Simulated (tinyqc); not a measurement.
# Single-photon avalanche diode, trigger probability and counting: what changes with what

A multiplication layer of width W with the uniform field V/W; alpha = an exp(-bn/E) for electrons, beta = ap exp(-bp/E) for holes (local model, no dead space). a = alpha W, b = beta W. Electrons enter at x = 0, holes at x = W. P0 is the probability that an electron entering at 0 starts a lasting avalanche, PW the same for a hole entering at W.

Parameters, values chosen for the exercise; ionisation coefficients close to those of silicon:
```
symbol   value   unit                                                       meaning
an      6.94e5   1/cm                                            electron prefactor
bn        1.21  MV/cm                                                electron field
ap      1.62e6   1/cm                                                hole prefactor
bp        2.09  MV/cm                                                    hole field
W            1     um                             width of the multiplication layer
eta       0.51         probability that a photon makes a pair that enters the layer
Gd         130    1/s                          thermal generation rate in the layer
td          20     ns                                                     dead time
Cd         190     fF                                             diode capacitance
Rq          50   kohm                                             quench resistance
pa        3e-8                           trapping probability per avalanche carrier
tt          26     ns                                             trap release time
nph        1e6    1/s                                                   photon rate
```

Constants: q = 1.602176634e-19 C. Results are converted to the units shown.

Each table varies one quantity; the others keep the values above.

## Effect of the width of the multiplication layer

Breakdown: ln(a/b) = a - b with a not equal to b. Above it PW/(1 - PW) = [P0/(1 - P0)] exp(b - a) and b ln(1 - P0) = a ln(1 - PW); the mean over pairs made evenly in the layer is Pm = ln[(1 - PW)/(1 - P0)]/(a - b). The excess bias is 10 % of VB in every row.

Result of one run:
```
W (um)  VB (V)  E at VB (MV/cm)  beta/alpha at VB       P0       PW
0.25    12.453          0.49813           0.39896  0.58039  0.33424
```

What becomes of these results when the width of the multiplication layer W is changed from 0.25 to 1.1 um, all else the same?

Result of the changed run:
```
W (um)  VB (V)  E at VB (MV/cm)  beta/alpha at VB       P0       PW
1.1     37.158          0.33780           0.17249  0.81788  0.31084
```

The whole series:
```
W (um)  VB (V)  E at VB (MV/cm)  beta/alpha at VB       P0       PW
0.15    8.8918          0.59279           0.52898  0.48034  0.32718
0.25    12.453          0.49813           0.39896  0.58039  0.33424
0.41    17.659          0.43070           0.30256  0.67055  0.33269
0.67    25.401          0.37912           0.22914  0.75002  0.32450
1.1     37.158          0.33780           0.17249  0.81788  0.31084
1.8     54.800          0.30444           0.12966  0.87217  0.29312
3       82.757          0.27586          0.096103  0.91517  0.27158
5       125.97          0.25193          0.070983  0.94620  0.24797
```

As W grows, VB rises from 8.89 to 126 V, as W^(0.76) on average, the breakdown field falls from 0.593 to 0.252 MV/cm and beta/alpha falls from 0.529 to 0.0710. At equal relative excess P0 rises from 0.480 to 0.946 and PW goes from 0.327 through a maximum of 0.334 (at W = 0.25 um among the rows listed) to 0.248. For W = 0.15, 0.25 dead space and band-to-band tunnelling, left out here, matter.

## Effect of the excess bias

PDP = eta P0; dark counts Gd Pm; avalanche charge Cd Vx/q; afterpulse probability pa (Cd Vx/q) exp(-td/tt) Pm; true rate n = nph PDP + dark counts; measured n/(1 + n td) (non-paralysable) or n exp(-n td) (paralysable); recharge time Rq Cd.

Result of one run:
```
Vx (V)  Vx/VB (%)      P0       PW      Pm     PDP  dark counts (1/s)  afterpulse (%)
0.55        1.594  0.2501  0.05312  0.1308  0.1276              17.01          0.1186
```

What becomes of these results when the excess bias Vx is changed from 0.55 to 3.5 V, all else the same?

Result of the changed run:
```
Vx (V)  Vx/VB (%)      P0      PW      Pm     PDP  dark counts (1/s)  afterpulse (%)
3.5         10.14  0.8099  0.3179  0.5774  0.4131              75.06           3.332
```

The whole series:
```
Vx (V)  Vx/VB (%)      P0       PW       Pm      PDP  dark counts (1/s)  afterpulse (%)
0.35        1.014  0.1686  0.03393  0.08562  0.08598              11.13         0.04940
0.55        1.594  0.2501  0.05312   0.1308   0.1276              17.01          0.1186
0.87        2.521  0.3621  0.08354   0.1981   0.1847              25.76          0.2842
1.4         4.057  0.5081   0.1331   0.2973   0.2591              38.64          0.6861
2.2         6.376  0.6621   0.2058   0.4224   0.3377              54.91           1.532
3.5         10.14  0.8099   0.3179   0.5774   0.4131              75.06           3.332
5.5         15.94  0.9164   0.4738   0.7361   0.4674              95.69           6.674
8.7         25.21  0.9750   0.6748   0.8746   0.4973              113.7           12.54
14          40.57  0.9960   0.8777   0.9644   0.5080              125.4           22.26
```

VB is 34.51 V. P0 rises from 0.169 to 0.996 and PW rises from 0.0339 to 0.878; P0 goes as Vx^(0.87) at the start and Vx^(0.04) at the end. Electrons trigger better in every row. The afterpulse probability keeps growing, as Vx^(1.21) at the end, because the avalanche charge grows with Vx. For Vx = 8.7, 14 the excess bias passes a quarter of VB, where tunnelling adds dark counts that are left out here.

Program tinyqc, `OMP_NUM_THREADS=1 python tinyqc.py 2630022 2630023 out.jsonl`; Intel Xeon 2.30GHz, shared host, one thread, about 0.01 s.
